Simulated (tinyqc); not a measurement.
# Series resistance and length offset from two lengths at two overdrives

Inverse problem. In strong inversion R W = Rsd + k(x)(L - dL), k(x) = (1 + th1 x)/(mu0 Cox x), x the overdrive, Cox = eps0 eox/tox, with Rsd and dL independent of x. Find dL, Rsd, mu0 and th1.

Values chosen for this exercise: relative permittivity of the gate insulator (close to silicon dioxide) eox = 3.9; insulator thickness tox = 1.9 nm.

Constants: eps0 = 8.8541878128e-14 F/cm where lengths are in cm. Results are converted to the units shown.

total resistance times width (ohm um):

|  | L = 0.064 um | L = 0.64 um |
|---|---|---|
| overdrive 0.51 V | 295.104298 | 2102.22422 |
| overdrive 1.13 V | 207.792012 | 1162.50725 |

Solution. At each overdrive R W is a straight line in L; the two lines cross at L = dL, R W = Rsd. Their slopes give k x = (1 + th1 x)/(mu0 Cox), a straight line in x.

dL = 0.005000 um
Rsd = 110.0 ohm um
mu0 = 400.0 cm^2/(V s)
th1 = 0.3200 1/V

Computed by the program tinyqc: `OMP_NUM_THREADS=1 python tinyqc.py 2210120 2210121 out.jsonl`, one thread of a shared Intel Xeon 2.30GHz, about 0.01 s for the whole run.
